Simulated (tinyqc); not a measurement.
Input admittance of a MOSFET at zero drain bias: distributed channel and distributed gate: two steps of the calculation.

Source and drain grounded, strong inversion, w = 2 pi f, Cox = eps0 eox/tox. The channel is an RC line of resistance 1/(mu Cox Vo) per square fed from both ends, so one finger has the intrinsic admittance y = i w Cox L tanh(g)/g per width, g = (1/2) sqrt(i w tau), tau = L^2/(mu Vo). The vertical resistance rv/L is in series with y, the overlaps 2 i w Cov in parallel: y_t = 1/(1/y + rv/L) + 2 i w Cov. The gate strip is a line of Rsh/L per length loaded by y_t, so a finger has Y = y_t Wf tanh(k)/k, k = (Wf/sd) sqrt(y_t Rsh/L); the device has Nf Y.

Values chosen for this exercise; values of the order met in silicon radio-frequency transistors: relative permittivity of the gate insulator (close to silicon dioxide) eox = 3.9; insulator thickness tox = 5.2 nm; channel length L = 0.61 um; finger width Wf = 2.4 um; number of fingers Nf = 32; channel mobility mu = 290 cm^2/(V s); gate overdrive Vo = 0.56 V; sheet resistance of the gate Rsh = 5.6 ohm/square; vertical resistivity of the gate stack rv = 4.4 ohm um^2; number of ends at which a finger is contacted sd = 1; overlap and fringe capacitance on each side Cov = 0.3 fF/um; frequency f = 8.3 GHz.

Constants: eps0 = 8.8541878128e-14 F/cm where lengths are in cm. Results are converted to the units shown.

Problem 1. Low-frequency resistances and capacitance. Low-frequency limits, with c = Cox L and ct = c + 2 Cov: R_strip = Rsh Wf/(3 sd^2 L Nf), R_ch = (c/ct)^2 L/(12 mu Cox Vo Wf Nf), R_vert = (c/ct)^2 rv/(L Wf Nf), C = ct Wf Nf.

Find: parts; sum; C; 1/(2 pi R C).

Solution 1.

parts (ohm): strip 0.22951, channel 4.6560, vertical 0.071250
sum = 4.9568 ohm
C = 357.18 fF
1/(2 pi R C) = 89.894 GHz

The channel term is the largest, 93.9 % of the sum.

Problem 2. Input impedance of the device. k and Y as defined; Z = 1/(Nf Y) = R + 1/(i w C); Q = |Im Z|/R; signal at the point farthest from a contact |1/cosh k|.

y_t = 21.04690+240.00063i uS/um

Wanted: k; Nf Y; R; C; Q; signal at the far point.

Solution 2.

k = 0.083224+0.076245i
Nf Y = 1.694+18.418i mS
R = 4.9509 ohm
C = 356.16 fF
Q = 10.875
signal at the far point = 0.99943

tinyqc, about 0.01 s, one thread, Intel Xeon 2.30GHz (shared host): `OMP_NUM_THREADS=1 python tinyqc.py 2262188 2262189 out.jsonl`
